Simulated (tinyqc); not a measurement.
UKS/LDA (PW92) in the sto-3g basis, for H3, spin multiplicity 2, step by step. Computed by tinyqc, a small Python program that keeps every step (integrals from PySCF). Settings: charge = 0, multiplicity = 2, basis = sto-3g, energy threshold = 1e-10, iteration cap = 57, orthogonalisation = canonical, start = atomic densities, DIIS depth = 0, shift = 0.2, method = UKS, functional = lda,pw, grid = [40, 86]. Command: `OMP_NUM_THREADS=1 python tinyqc.py 22986 22987 out.jsonl` (the two numbers bound the seeds that draw the settings). One thread of a shared host (Intel(R) Xeon(R) Processor @ 2.60GHz), about 1 s of CPU time with the checks. Later iterations appear only in the table of the cycle.

## One-electron integrals

Geometry (angstrom):
```
atom         x         y          z
H     0.000000  0.000000   0.000000
H     0.000000  0.000000   1.503000
H     0.000000  0.051000  -1.502000
```

Basis sto-3g: exponents (1/bohr^2) and contraction coefficients of normalised primitives:
```
element  l (shell)  exponent  coefficient
H            s (1)  3.425251     0.154329
H            s (1)  0.623914     0.535328
H            s (1)  0.168855     0.444635
```

Overlap, kinetic and nuclear-attraction integrals over the contracted functions; the nuclear repulsion is the sum of Za Zb / Rab.

nuclear repulsion = 0.88026633 hartree

overlap S, order 1H 1s, 2H 1s, 3H 1s:
```
[[1.000000, 0.255685, 0.255735],
 [0.255685, 1.000000, 0.018054],
 [0.255735, 0.018054, 1.000000]]
```

kinetic energy T (hartree), order 1H 1s, 2H 1s, 3H 1s:
```
[[0.760032, 0.009386, 0.009397],
 [0.009386, 0.760032, -0.006589],
 [0.009397, -0.006589, 0.760032]]
```

nuclear attraction V (hartree), order 1H 1s, 2H 1s, 3H 1s:
```
[[-1.927991, -0.392652, -0.392742],
 [-0.392652, -1.753361, -0.025471],
 [-0.392742, -0.025471, -1.753391]]
```

core Hamiltonian H = T + V (hartree), order 1H 1s, 2H 1s, 3H 1s:
```
[[-1.167959, -0.383266, -0.383345],
 [-0.383266, -0.993329, -0.032060],
 [-0.383345, -0.032060, -0.993359]]
```

## Two-electron integrals

Functions are numbered as in S; the eight-fold symmetry (ij|kl) = (ji|kl) = (kl|ij) leaves the list below.

Two-electron integrals (ij|kl) in chemists' order, unique and non-zero (hartree):
```
(11|11) 0.774606   (21|11) 0.136977   (21|21) 0.037082   (22|11) 0.345184
(22|21) 0.136977   (22|22) 0.774606   (31|11) 0.137009   (31|21) 0.023200
(31|22) 0.061179   (31|31) 0.037097   (32|11) 0.009838   (32|21) 0.002108
(32|22) 0.006459   (32|31) 0.002108   (32|32) 0.000150   (33|11) 0.345212
(33|21) 0.061170   (33|22) 0.176064   (33|31) 0.137009   (33|32) 0.006459
(33|33) 0.774606
```

## Orthogonalisation

S = U s U^T; canonical form X = U s^(-1/2), so that X^T S X = 1. Each column of U has its largest component positive (the first on a tie).

eigenvalues of S: [0.647286, 0.981946, 1.370768]

X, order 1H 1s, 2H 1s, 3H 1s:
```
[[0.889794, -0.000010, 0.596369],
 [-0.613604, 0.713647, 0.432317],
 [-0.613735, -0.713509, 0.432393]]
```

## Starting guess

The start is atomic minimal-basis densities projected into this basis (PySCF's MINAO start) and scaled to the electron count of each spin; this density is not idempotent, so its energy is not variational and may lie below the converged one.

D(alpha) at the start, order 1H 1s, 2H 1s, 3H 1s:
```
[[0.637865, 0.055187, 0.055190],
 [0.055187, 0.652711, 0.007439],
 [0.055190, 0.007439, 0.652707]]
```

D(beta) at the start, order 1H 1s, 2H 1s, 3H 1s:
```
[[0.318932, 0.027593, 0.027595],
 [0.027593, 0.326355, 0.003719],
 [0.027595, 0.003719, 0.326354]]
```

## Iteration 1: exchange-correlation on the grid

Becke grid with 40 radial and 86 angular points per atom, points of zero weight dropped. rho = sum D_ij phi_i phi_j; V_xc,ij = sum w v_xc phi_i phi_j; v_xc is d(rho eps)/d rho(s) for spin s.

The 16 grid points with the largest w rho, of 10287 (bohr, atomic units):
```
x                  y          z         w  rho(alpha)  rho(beta)     eps_xc  v_xc(alpha)
0.000000   -0.337304  -1.763761  0.026995    0.028669   0.014334  -0.310626    -0.424352
0.669044   -0.572668  -2.169324  0.031754    0.024369   0.012184  -0.295564    -0.403337
-0.669044  -0.572668  -2.169324  0.031754    0.024369   0.012184  -0.295564    -0.403337
-0.433680   0.096376  -1.763761  0.027283    0.028352   0.014176  -0.309571    -0.422879
0.433680    0.096376  -1.763761  0.027283    0.028352   0.014176  -0.309571    -0.422879
0.000000    0.433680   1.765650  0.027273    0.028362   0.014181  -0.309605    -0.422926
-0.433680   0.000000   1.765650  0.027273    0.028362   0.014181  -0.309603    -0.422924
0.433680    0.000000   1.765650  0.027273    0.028362   0.014181  -0.309603    -0.422924
0.000000   -0.433680   1.765650  0.027274    0.028361   0.014181  -0.309602    -0.422922
0.669044    0.669044   2.171214  0.031861    0.024268   0.012134  -0.295191    -0.402816
-0.669044   0.669044   2.171214  0.031861    0.024268   0.012134  -0.295191    -0.402816
0.000000    0.433680  -1.074608  0.027234    0.028391   0.014195  -0.309700    -0.423060
-0.669044  -0.669044   2.171214  0.031861    0.024268   0.012134  -0.295189    -0.402814
0.669044   -0.669044   2.171214  0.031861    0.024268   0.012134  -0.295189    -0.402814
0.000000    0.530056  -1.763761  0.027558    0.028056   0.014028  -0.308577    -0.421492
-0.219090  -0.708254  -2.033738  0.030650    0.025209   0.012605  -0.298644    -0.407631
```

electrons on the grid, sum of w rho = 2.999865

E_xc = sum of w rho eps_xc = -0.96148115 hartree

V_xc(alpha) (hartree), order 1H 1s, 2H 1s, 3H 1s:
```
[[-0.446489, -0.094395, -0.094417],
 [-0.094395, -0.438185, -0.005901],
 [-0.094417, -0.005901, -0.438188]]
```

V_xc(beta) (hartree), order 1H 1s, 2H 1s, 3H 1s:
```
[[-0.385648, -0.082243, -0.082263],
 [-0.082243, -0.378633, -0.005169],
 [-0.082263, -0.005169, -0.378636]]
```

## Iteration 1: building the Kohn-Sham matrix

J_ij = sum D_kl (ij|kl) with D = D(alpha) + D(beta); F = H + J + V_xc; E = tr D H + tr D J / 2 + E_xc + E_nn.

Coulomb J (hartree), order 1H 1s, 2H 1s, 3H 1s:
```
[[1.462665, 0.335086, 0.335159],
 [0.335086, 1.293991, 0.022763],
 [0.335159, 0.022763, 1.294018]]
```

F(alpha) (hartree), order 1H 1s, 2H 1s, 3H 1s:
```
[[-0.151784, -0.142575, -0.142603],
 [-0.142575, -0.137523, -0.015198],
 [-0.142603, -0.015198, -0.137529]]
```

F(beta) (hartree), order 1H 1s, 2H 1s, 3H 1s:
```
[[-0.090943, -0.130424, -0.130449],
 [-0.130424, -0.077971, -0.014466],
 [-0.130449, -0.014466, -0.077977]]
```

total energy of this density = -1.24906029 hartree

This density is the starting one; it is not idempotent, so its energy is not variational and may lie below the converged one.

## Iteration 1: diagonalisation and new density

A level shift of 0.2 hartree raises the virtual space: F + shift (S - S D(s) S), with D(s) the density of one spin. Diagonalise F' = X^T F X, C = X C', fill 2 alpha and 1 beta electrons from the bottom; D(s) = C_occ C_occ^T. Each column has its largest component positive (the first on a tie).

F' = X^T F X (alpha) (hartree):
```
[[0.202354, -0.000002, -0.003112],
 [-0.000002, -0.051301, 0.000000],
 [-0.003112, 0.000000, -0.257537]]
```

orbital energies (alpha) (hartree): [-0.257558, -0.051301, 0.202375]

coefficients C (alpha), order 1H 1s, 2H 1s, 3H 1s:
```
[[0.602377, -0.000004, 0.885738],
 [0.428155, 0.713643, -0.616520],
 [0.428230, -0.713512, -0.616642]]
```

F' = X^T F X (beta) (hartree):
```
[[0.306326, -0.000002, -0.003226],
 [-0.000002, 0.071963, 0.000000],
 [-0.003226, 0.000000, -0.101130]]
```

orbital energies (beta) (hartree): [-0.101155, 0.071963, 0.306351]

coefficients C (beta), order 1H 1s, 2H 1s, 3H 1s:
```
[[0.603396, -0.000002, 0.885044],
 [0.427444, 0.713643, -0.617013],
 [0.427521, -0.713512, -0.617134]]
```

D(alpha) after iteration 1, order 1H 1s, 2H 1s, 3H 1s:
```
[[0.362858, 0.257908, 0.257958],
 [0.257908, 0.692603, -0.325844],
 [0.257958, -0.325844, 0.692481]]
```

D(beta) after iteration 1, order 1H 1s, 2H 1s, 3H 1s:
```
[[0.364086, 0.257918, 0.257964],
 [0.257918, 0.182708, 0.182741],
 [0.257964, 0.182741, 0.182774]]
```

## Iteration 2: exchange-correlation on the grid

As before.

The 16 grid points with the largest w rho, of 10287 (bohr, atomic units):
```
x                  y          z         w  rho(alpha)  rho(beta)     eps_xc  v_xc(alpha)
0.000000   -0.401482  -1.604734  0.032401    0.027349   0.016127  -0.309798    -0.420453
0.000000    0.497858   1.606623  0.033096    0.026811   0.015584  -0.307570    -0.417648
-0.497858   0.000000   1.606623  0.033098    0.026813   0.015580  -0.307568    -0.417652
0.497858    0.000000   1.606623  0.033098    0.026813   0.015580  -0.307568    -0.417652
0.000000   -0.497858   1.606623  0.033100    0.026815   0.015575  -0.307565    -0.417656
0.497858    0.096376  -1.604734  0.033123    0.026793   0.015564  -0.307493    -0.417554
-0.497858   0.096376  -1.604734  0.033123    0.026793   0.015564  -0.307493    -0.417554
0.000000    0.000000   1.509951  0.027928    0.030589   0.019450  -0.322645    -0.436546
0.000000    0.096376  -1.508061  0.027960    0.030558   0.019423  -0.322533    -0.436401
0.000000    0.594234  -1.604734  0.033818    0.026275   0.015038  -0.305308    -0.414802
0.000000   -0.337304  -1.763761  0.026995    0.034205   0.017159  -0.327953    -0.448506
0.000000    0.000000   1.681440  0.024860    0.036373   0.019390  -0.335511    -0.458075
0.000000    0.096376  -1.679550  0.024873    0.036352   0.019376  -0.335449    -0.457990
0.000000    0.000000   1.330308  0.028222    0.028027   0.021068  -0.319483    -0.427581
0.000000    0.000000  -1.330308  0.028254    0.027984   0.021047  -0.319352    -0.427385
0.000000    0.433680   1.765650  0.027273    0.033827   0.016774  -0.326608    -0.446792
```

electrons on the grid, sum of w rho = 2.999872

E_xc = sum of w rho eps_xc = -0.94191059 hartree

V_xc(alpha) (hartree), order 1H 1s, 2H 1s, 3H 1s:
```
[[-0.415179, -0.093785, -0.093807],
 [-0.093785, -0.447274, -0.005839],
 [-0.093807, -0.005839, -0.447263]]
```

V_xc(beta) (hartree), order 1H 1s, 2H 1s, 3H 1s:
```
[[-0.409936, -0.084844, -0.084867],
 [-0.084844, -0.355714, -0.005448],
 [-0.084867, -0.005448, -0.355739]]
```

## Iteration 2: building the Kohn-Sham matrix

As before.

Coulomb J (hartree), order 1H 1s, 2H 1s, 3H 1s:
```
[[1.447257, 0.334603, 0.334676],
 [0.334603, 1.285644, 0.022766],
 [0.334676, 0.022766, 1.285668]]
```

F(alpha) (hartree), order 1H 1s, 2H 1s, 3H 1s:
```
[[-0.135881, -0.142449, -0.142475],
 [-0.142449, -0.154959, -0.015133],
 [-0.142475, -0.015133, -0.154955]]
```

F(beta) (hartree), order 1H 1s, 2H 1s, 3H 1s:
```
[[-0.130638, -0.133508, -0.133536],
 [-0.133508, -0.063399, -0.014742],
 [-0.133536, -0.014742, -0.063431]]
```

total energy of this density = -1.43801833 hartree

## Iteration 2: diagonalisation and new density

As before.

F' = X^T F X (alpha) (hartree):
```
[[0.275461, 0.000001, 0.011462],
 [0.000001, -0.142395, -0.000002],
 [0.011462, -0.000002, -0.258839]]
```

orbital energies (alpha) (hartree): [-0.259085, -0.142395, 0.275707]

coefficients C (alpha), order 1H 1s, 2H 1s, 3H 1s:
```
[[0.577158, -0.000023, 0.902374],
 [0.445387, 0.713638, -0.604194],
 [0.445435, -0.713517, -0.604325]]
```

F' = X^T F X (beta) (hartree):
```
[[0.329323, -0.000011, -0.034435],
 [-0.000011, 0.150432, 0.000011],
 [-0.034435, 0.000011, -0.213380]]
```

orbital energies (beta) (hartree): [-0.215557, 0.150432, 0.331500]

coefficients C (beta), order 1H 1s, 2H 1s, 3H 1s:
```
[[0.651302, 0.000063, 0.850408],
 [0.392736, 0.713616, -0.639695],
 [0.392842, -0.713539, -0.639738]]
```

D(alpha) after iteration 2, order 1H 1s, 2H 1s, 3H 1s:
```
[[0.333111, 0.257042, 0.257103],
 [0.257042, 0.707649, -0.310802],
 [0.257103, -0.310802, 0.707519]]
```

D(beta) after iteration 2, order 1H 1s, 2H 1s, 3H 1s:
```
[[0.424194, 0.255790, 0.255859],
 [0.255790, 0.154242, 0.154283],
 [0.255859, 0.154283, 0.154325]]
```

## Iteration 22 (converged): orbitals

converged F(alpha) (hartree), order 1H 1s, 2H 1s, 3H 1s:
```
[[-0.106842, -0.140338, -0.140362],
 [-0.140338, -0.163317, -0.014948],
 [-0.140362, -0.014948, -0.163300]]
```

converged F(beta) (hartree), order 1H 1s, 2H 1s, 3H 1s:
```
[[-0.141697, -0.133191, -0.133218],
 [-0.133191, -0.048835, -0.014758],
 [-0.133218, -0.014758, -0.048868]]
```

Diagonalise F' = X^T F X, C = X C', fill 2 alpha and 1 beta electrons from the bottom; D(s) = C_occ C_occ^T. Each column has its largest component positive (the first on a tie).

F' = X^T F X (alpha) (hartree):
```
[[0.087696, 0.000006, 0.032638],
 [0.000006, -0.151088, -0.000007],
 [0.032638, -0.000007, -0.249395]]
```

orbital energies (alpha) (hartree): [-0.252526, -0.151088, 0.090827]

coefficients C (alpha), order 1H 1s, 2H 1s, 3H 1s:
```
[[0.508676, -0.000069, 0.942676],
 [0.488991, 0.713621, -0.569502],
 [0.488968, -0.713534, -0.569655]]
```

F' = X^T F X (beta) (hartree):
```
[[0.130843, -0.000012, -0.046427],
 [-0.000012, -0.034720, 0.000011],
 [-0.046427, 0.000011, -0.211560]]
```

orbital energies (beta) (hartree): [-0.217743, -0.034720, 0.137027]

coefficients C (beta), order 1H 1s, 2H 1s, 3H 1s:
```
[[0.708621, 0.000087, 0.803272],
 [0.347489, 0.713613, -0.665362],
 [0.347618, -0.713542, -0.665393]]
```

D(alpha) after iteration 22, order 1H 1s, 2H 1s, 3H 1s:
```
[[0.258751, 0.248689, 0.248776],
 [0.248689, 0.748367, -0.270092],
 [0.248776, -0.270092, 0.748221]]
```

D(beta) after iteration 22, order 1H 1s, 2H 1s, 3H 1s:
```
[[0.502143, 0.246238, 0.246329],
 [0.246238, 0.120749, 0.120793],
 [0.246329, 0.120793, 0.120838]]
```

## Convergence

Stop when the energy changes by less than 1e-10 hartree and every element of the error matrix X^T (F D S - S D F) X (for each spin) is below 3e-06.

Course of the cycle:
```
iteration  E (hartree)     change  largest element of the error matrix
1          -1.24906029          -                             5.93e-03
2          -1.43801833  -1.89e-01                             3.01e-02
3          -1.44126502  -3.25e-03                             1.69e-02
4          -1.44255293  -1.29e-03                             1.05e-02
5          -1.44306094  -5.08e-04                             6.07e-03
6          -1.44326014  -1.99e-04                             3.86e-03
7          -1.44333779  -7.77e-05                             2.27e-03
8          -1.44336794  -3.01e-05                             1.46e-03
9          -1.44337960  -1.17e-05                             8.84e-04
10         -1.44338411  -4.50e-06                             5.57e-04
11         -1.44338584  -1.74e-06                             3.43e-04
12         -1.44338651  -6.70e-07                             2.14e-04
13         -1.44338677  -2.58e-07                             1.32e-04
14         -1.44338687  -9.93e-08                             8.23e-05
15         -1.44338691  -3.82e-08                             5.10e-05
16         -1.44338692  -1.47e-08                             3.16e-05
17         -1.44338693  -5.66e-09                             1.96e-05
18         -1.44338693  -2.18e-09                             1.22e-05
19         -1.44338693  -8.39e-10                             7.55e-06
20         -1.44338693  -3.23e-10                             4.69e-06
21         -1.44338693  -1.24e-10                             2.91e-06
22         -1.44338693  -4.78e-11                             1.80e-06
```

PySCF UKS in the same basis, fine grid, after a stability check = -1.44340335 hartree

Converged in 22 iterations. The coarse grid moves the energy by +1.64e-05 hartree.

## Populations, bond orders and dipole

Mulliken: Z minus the diagonal of D S on the atom; Loewdin: the same with S^(1/2) D S^(1/2); Mayer order: 2 sum_s sum (D(s) S)_ij (D(s) S)_ji over the two atoms.

Charges (e):
```
atom   Mulliken    Loewdin  Mulliken spin
1H    -0.014055  -0.011506      -0.242139
2H     0.007034   0.005760       0.621188
3H     0.007021   0.005746       0.620952
```

Mayer bond orders:
```
pair     order
2-1   0.470439
3-1   0.470732
3-2   0.143638
```

dipole moment about the origin, x y z (debye): [0.000000, 0.001720, 0.000128]

<S^2> of the determinant (pure state: 0.75) = 0.801109
